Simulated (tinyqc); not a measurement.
Scattering of inversion-layer electrons by surface optical phonons of the gate insulator (remote phonon scattering). Changing the sheet density n. Computed by tinyqc, a small Python program. Command: `OMP_NUM_THREADS=1 python tinyqc.py 3110876 3110877 out.jsonl sophonon sweep`. One thread of a shared host (Intel(R) Xeon(R) Processor @ 2.30GHz), about 0.03 s of CPU time with the checks.

One subband with the Fang-Howard envelope; insulator and channel are half-spaces, the gate is far away, and an interlayer only moves the polar surface away by t (its own modes and its permittivity contrast are left out).

Inputs (values chosen for the exercise, modelled on SiO2 on germanium): static constant of the insulator eps_0s = 3.86; intermediate constant eps_i = 3.03; optical constant eps_inf = 2.53; hbar omega_TO1 = 56.3 meV; hbar omega_TO2 = 142 meV; constant of the channel eps_s = 16.2; in-plane mass m = 0.124 m_0; valleys g_v = 4; mean distance of the electrons z0 = 3/b = 1.7 nm; interlayer thickness t = 0 nm; temperature T = 200 K; mobility from other processes = 370 cm^2/(V s).

Screening by the channel electrons: static.

Constants: k_B = 8.617333262e-05 eV/K; hbar^2/(2 m_0) = 3.80998212 eV angstrom^2; e^2/(4 pi eps_0) = 14.39964548 eV angstrom; hbar = 6.582119569e-16 eV s; e = 1.602176634e-19 C; m_0 = 9.1093837015e-31 kg.

Method:
- eps(w) = eps_inf + (eps_0s - eps_i) w1^2/(w1^2 - w^2) + (eps_i - eps_inf) w2^2/(w2^2 - w^2). Surface modes solve eps(w) + eps_s = 0, a quadratic in w^2; the strength of a mode is g = 2/(w d eps/dw).
- Occupation N = 1/(exp(hbar w/(k_B T)) - 1).
- Density of states D = g_v m/(pi hbar^2); eta = E_F/(k_B T) = ln(exp(n/(D k_B T)) - 1); screening wave number q_s = e^2 D/(2 eps_0 eps_avg) x 1/(1 + exp(-eta)), eps_avg = (eps_s + eps_inf)/2; b = 3/z0.
- For a mode of strength g, without the occupation factor, Area x |M(q)|^2 = e^2 hbar w g/(2 eps_0 q) x (b/(b + q))^6 exp(-2 q t) / (1 + (q_s/q) H(q))^2, H = (1 + 9 x/8 + 3 x^2/8)/(1 + x)^3, x = q/b.
- Approximate momentum relaxation rate, taking tau v alike in the initial and final states: 1/tau = (m/(2 pi hbar^3)) sum over modes and over absorption (N, E' = E + hbar w) and emission (N + 1, E' = E - hbar w > 0) of [(1 - f(E'))/(1 - f(E))] int_0^(2 pi) Area |M(q)|^2 (1 - cos theta) d theta, q^2 = k^2 + k'^2 - 2 k k' cos theta, f the Fermi function; 48 midpoints in theta from 0 to pi.
- mu = (e/m) int tau E f (1 - f) dE/(k_B T int f dE), by 300 midpoints from 0 to (max(eta, 0) + 14) k_B T; Matthiessen sum with the other processes.

One run for each value:
```
sheet density n (1/cm^2)  remote-phonon mobility (cm^2/(V s))     eta  q_s (1/nm)
2.00e+11                                            6.334e+05  -2.854       0.109
3.60e+11                                            7.261e+05  -2.244       0.192
6.40e+11                                            8.811e+05  -1.628       0.328
1.20e+12                                            1.163e+06  -0.918       0.571
2.10e+12                                            1.524e+06  -0.222       0.890
3.70e+12                                            1.914e+06   0.598       1.291
6.70e+12                                            1.869e+06   1.710       1.695
1.20e+13                                            1.170e+06   3.325       1.932
```

Describe and explain the trends.

Over the rows, remote-phonon mobility (cm^2/(V s)) goes from 633000 through a maximum among these rows, 1.91e6 at 3.70e12, to 1.17e6; eta rises from -2.85 to 3.33; q_s (1/nm) rises from 0.109 to 1.93 (exponent d ln y / d ln x 0.96 between the first rows and 0.22 between the last). z0 is held fixed, although a denser layer lies closer to the interface.

Caution (all rows): a relaxation time is only an approximation for inelastic scattering, and static or no screening brackets the true dynamic screening only roughly.

Extremes, crossings and ranges named in words are read from the listed rows.
